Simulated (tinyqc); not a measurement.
Scattering rates of a carrier in a spherical band by Fermi's golden rule: one step, computed by the program tinyqc. Command: `OMP_NUM_THREADS=1 python tinyqc.py 3010288 3010289 out.jsonl scatter walk`. One thread of a shared host (Intel(R) Xeon(R) Processor @ 2.30GHz), about 0.01 s of CPU time with the checks.

All processes here are isotropic or elastic, and the rate listed is the momentum relaxation rate.

Task: Phonon occupation and screening length. Phonon occupation N_q = 1/(exp(hbar w/(k_B T)) - 1). Debye screening by free carriers of density N_I: L_s = sqrt(eps_s eps_0 k_B T/(e^2 N_I)).

Inputs (values chosen for the exercise, modelled on holes in silicon):
```
quantity,value,unit
static permittivity eps_s,11.7,-
phonon energy hbar w,63.4,meV
ionised impurity density N_I,8.8e+17,1/cm^3
temperature T,300,K
```

Crystal: non-polar. Band: parabolic. Impurity formula: Brooks-Herring. Further scattering: none.

Constants: k_B = 8.617333262e-05 eV/K; eps_0 = 8.8541878128e-12 F/m; k_B = 1.380649e-23 J/K; e = 1.602176634e-19 C.

Give: N_q; screening length L_s.

Result:

N_q = 0.094194

screening length L_s = 4.3583 nm

Above the threshold emission is favoured over absorption by (N_q + 1)/N_q = exp(hbar w/k_B T) = 11.6, apart from the density of final states.
